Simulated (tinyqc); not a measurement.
Worked calculation: single-domain magnet: Stoner-Wohlfarth switching, Neel-Arrhenius retention, LLG dynamics and spin torque. Computed by tinyqc, a small Python program that keeps every step. Command: `OMP_NUM_THREADS=1 python tinyqc.py 3012981 3012982 out.jsonl macro walk`. One thread of a shared host (Intel(R) Xeon(R) Processor @ 2.30GHz), about 0.01 s of CPU time with the checks. Intermediate numbers are printed to about 6 digits and carried at full precision; extremes and crossings named in words are read from the listed rows.

The moment is uniform, with unit vector m; z is the easy axis. mu_0 = 1.25663706212e-6 T m/A, gamma = 1.76085963023e11 rad/(s T).

Inputs (values chosen for the exercise, for a model magnet):

| quantity | value | unit |
|---|---|---|
| saturation magnetisation M_s | 736 | kA/m |
| diameter d | 52 | nm |
| thickness t | 1.1 | nm |
| interface anisotropy K_i | 0.512 | mJ/m^2 |
| bulk anisotropy K_u | 0 | kJ/m^3 |
| exchange stiffness A | 17 | pJ/m |
| temperature T | 300 | K |
| attempt frequency f0 | 2 | GHz |
| field angle psi from the easy axis | 35 | degrees |
| reversing field h = H/H_K | 0.45 | - |
| waiting time t_w | 1 | s |
| damping alpha | 0.058 | - |
| spin-torque efficiency eta | 0.59 | - |
| drive I/I_c0 | 3.5 | - |
| time step times gamma mu_0 H_K | 0.2 | - |

Shape: thin disc, easy axis normal to it.

Constants: k_B = 1.380649e-23 J/K; e = 1.602176634e-19 C; hbar = 1.054571817e-34 J s.

## Effective anisotropy

The disc is treated as an oblate spheroid with p = t/d: N_z = [1 - p arccos(p)/sqrt(1 - p^2)]/(1 - p^2); V = pi d^2 t/4; K_eff = K_u + K_i/t + K_shape, K_shape = -(mu_0 M_s^2/4)(3 N_z - 1); mu_0 H_K = 2 K_eff/M_s.

demagnetising factor N_z = 0.967645

volume V = 2336.09 nm^3

K_shape = -323.839 kJ/m^3

K_eff = 141.615 kJ/m^3

anisotropy field mu_0 H_K = 0.384825 T

Shape works against the easy axis and takes 70 % of the other terms. Caution: a flat cylinder has a smaller N_z than the spheroid of the same t/d, so K_eff of a real disc is larger.

## Retention at zero field

Delta = K_eff V/(k_B T); tau = exp(Delta)/f0; probability of a flip within t_w: P = 1 - exp(-t_w/tau). Wall width parameter sqrt(A/K_eff); a two-domain state costs 4 sqrt(A K_eff) times the cross-section that the wall cuts (d t).

stability factor Delta = 79.8721

log10 of tau in s = 25.3870

probability of a flip = 4.10210e-26

wall parameter = 10.9564 nm

barrier of the wall path / k_B T = 85.7099

Ten years (3.15e8 s) need Delta > 41.0 for tau alone; this element has 79.9. Coherent rotation is the cheaper path.

## Barrier in a tilted field

Energy over K_eff V: e(theta) = sin^2(theta) + 2 h cos(theta - psi) for m at the angle theta from +z and a field that points at psi from -z (it pulls m away from +z towards negative theta); h_sw = (cos^(2/3) psi + sin^(2/3) psi)^(-3/2). The metastable minimum and the saddle are the two roots of e'(theta) = sin(2 theta) - 2 h sin(theta - psi) on either side of theta_c = -arctan(tan^(1/3) psi).

switching field h_sw = 0.510377

minimum theta = -25.9386 degrees

saddle theta = -58.0019 degrees

barrier / (K_eff V) = 0.0435857

barrier / (k_B T) = 3.48129

The form (1 - h/h_sw)^n reproduces this barrier with n = 1.468; n is 2 for a field on the axis, and the approach to h_sw has the exponent 3/2 off the axis.

## Switching field against angle and time

Switching field at T: the h at which the exact barrier equals ln(f0 t_w/ln 2) k_B T (0 if the zero-field barrier is lower). Sharrock form: h_sw [1 - (ln(f0 t_w/ln 2)/Delta)^(1/n)], n = 0.86 + 1.14 h_sw.

Fields over H_K:

| psi (degrees) | h_sw at T = 0 | thermal, exact barrier | thermal, Sharrock form |
|---|---|---|---|
| 1 | 0.907074 | 0.464405 | 0.450277 |
| 10 | 0.673805 | 0.382935 | 0.370448 |
| 20 | 0.573649 | 0.335101 | 0.330469 |
| 30 | 0.524016 | 0.309490 | 0.309156 |
| 45 | 0.500000 | 0.296719 | 0.298456 |
| 60 | 0.524016 | 0.309490 | 0.309156 |
| 75 | 0.614659 | 0.355367 | 0.347308 |
| 89 | 0.907074 | 0.464405 | 0.450277 |

At T = 0 the field is least at 45 degrees, H_K/2, and symmetric about it. Thermal help lowers it to 51 % at 1 degree and 59 % at 45 degrees; the Sharrock form misses the exact barrier by at most about 0.014 H_K, at psi = 1 (and its mirror angle).

## Spin-transfer switching

For axial symmetry and a polariser along z: I_c0 = (4 e alpha/(hbar eta)) K_eff V; relaxation time tau_D = (1 + alpha^2)/(alpha gamma mu_0 H_K); thermal start angle theta_0 = 1/sqrt(2 Delta); switching time about tau_D ln(pi/(2 theta_0))/(I/I_c0 - 1); precession frequency gamma mu_0 H_K/(2 pi (1 + alpha^2)).

critical current I_c0 = 197.638 microampere

Delta/I_c0 = 0.404134 1/microampere

tau_D = 0.255295 ns

switching time, estimate = 0.305167 ns

precession frequency = 10.7485 GHz

## One LLG step

In the time s = gamma mu_0 H_K t: (1 + alpha^2) dm/ds = -m x b - alpha m x (m x b) + a [m x (m x z) - alpha m x z], b = m_z z, a = alpha I/I_c0; Heun steps (Euler predictor, mean of the two slopes) without renormalising; start m = (sin theta_0, 0, cos theta_0), theta_0 = 1/sqrt(2 Delta).

m at the start: 0.079038  0.000000  0.996872

first slope: 0.0114006  0.0794537  -0.0009039

predictor: 0.081318  0.015891  0.996691

second slope: -0.0042434  0.0840231  -0.0009934

m after the step: 0.079753  0.016348  0.996682

## Exact time to the equator

The polar equation dm_z/dt = -(1 - m_z^2)(i - m_z)/tau_D, i = I/I_c0, integrates to t = tau_D [F(cos theta_0) - F(0)], F(z) = -ln(1 - z)/(2 (i - 1)) + ln(1 + z)/(2 (i + 1)) + ln(i - z)/(i^2 - 1), theta_0 = 1/sqrt(2 Delta).

time to m_z = 0 = 0.306481 ns

The linear estimate is 1.00 times this.

## The trajectory

Run until m_z <= 0 (time by linear interpolation), |m|^2 leaves 1 by more than 1, or three exact times have passed; the run counts as sound if the time is within 3 % of the exact one.

Every few steps:

| step | t (ns) | m_x | m_y | m_z | \|m\| |
|---|---|---|---|---|---|
| 0 | 0.000000 | 0.079038 | 0.000000 | 0.996872 | 1.00000 |
| 10 | 0.029515 | -0.046101 | 0.095711 | 0.994359 | 1.00002 |
| 20 | 0.059030 | -0.089725 | -0.110957 | 0.989816 | 1.00005 |
| 30 | 0.088545 | 0.185455 | -0.047473 | 0.981611 | 1.00010 |
| 40 | 0.118060 | -0.039855 | 0.253132 | 0.966814 | 1.00020 |
| 50 | 0.147575 | -0.296089 | -0.170398 | 0.940211 | 1.00035 |
| 60 | 0.177090 | 0.329047 | -0.309937 | 0.892654 | 1.00058 |
| 70 | 0.206605 | 0.329102 | 0.489495 | 0.808608 | 1.00088 |
| 80 | 0.236120 | -0.594940 | 0.456085 | 0.663596 | 1.00116 |
| 90 | 0.265635 | -0.805413 | -0.415190 | 0.426096 | 1.00131 |
| 100 | 0.295150 | -0.522216 | -0.850810 | 0.078585 | 1.00138 |
| 102 | 0.301053 | -0.506523 | -0.863844 | -0.001556 | 1.00140 |

time to m_z = 0 by the steps = 0.300939 ns

largest drift of |m| = 0.00139683

The steps give 0.9819 of the exact time, with |m| kept to 0.0014.

Checks made by the program: the barrier at psi -> 0 against (1 - h)^2 (relative difference 3e-07); the closed form against quadrature (relative difference below 1e-10).
